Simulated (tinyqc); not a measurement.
Capacitance measurement on a leaky thin oxide: effects of series resistance and leakage: two steps of the calculation.

The device is a capacitance C in parallel with a leakage conductance G, in series with Rs and Ls. An impedance meter reports either a parallel pair (Cp, Gp) from Y = 1/Z = Gp + i w Cp or a series pair (Cs, Rm) from Z = Rm + 1/(i w Cs); w = 2 pi f, dissipation D = Gp/(w |Cp|).

Values chosen for this exercise; values of the order met in thin-oxide MOS capacitors:
```
symbol  value    unit                                                                 meaning
eox         9          relative permittivity of the gate insulator (close to aluminium oxide)
tox       2.8      nm                                                     insulator thickness
A         400    um^2                                                               gate area
zc       0.44      nm              oxide-equivalent thickness added by the accumulation layer
zp          0      nm                      oxide-equivalent thickness added by gate depletion
Jg          1  A/cm^2              gate leakage current density, not matched to the thickness
Vs       0.24       V                               voltage for an e-fold rise of the leakage
Rs        6.6     ohm                                                       series resistance
Ls          0      nH                                                       series inductance
f         1e6      Hz                                                     measuring frequency
```

Constants: eps0 = 8.8541878128e-14 F/cm where lengths are in cm. Results are converted to the units shown.

Task 1. True capacitance and conductance. EOT = 3.9 tox/eox; CET = EOT + zc + zp; C = 3.9 eps0 A/CET; G = Jg A/Vs.

Wanted: EOT; CET; C; G.

Result 1.

EOT = 1.213 nm
CET = 1.653 nm
C = 8.354 pF
G = 16.67 uS

Task 2. What the meter reports. Z = Rs + i w Ls + 1/(G + i w C).

C = 8.3543546 pF
G = 16.666667 uS

Find: Z; Cp; Gp; Cs; D.

Result 2.

Z = (0.5501-1.7306i) x 1e4 ohm
Cp = 8.3525 pF
Gp = 16.683 uS
Cs = 9.1966 pF
D = 0.31789

Cp is 0.022 % below C and Cs is 10 % above it; G Rs = 1.10e-4, w C Rs = 3.46e-4 and G/(w C) = 0.318.

Program tinyqc, `OMP_NUM_THREADS=1 python tinyqc.py 2022201 2022202 out.jsonl`; Intel Xeon 2.30GHz, shared host, one thread, about 0.01 s.
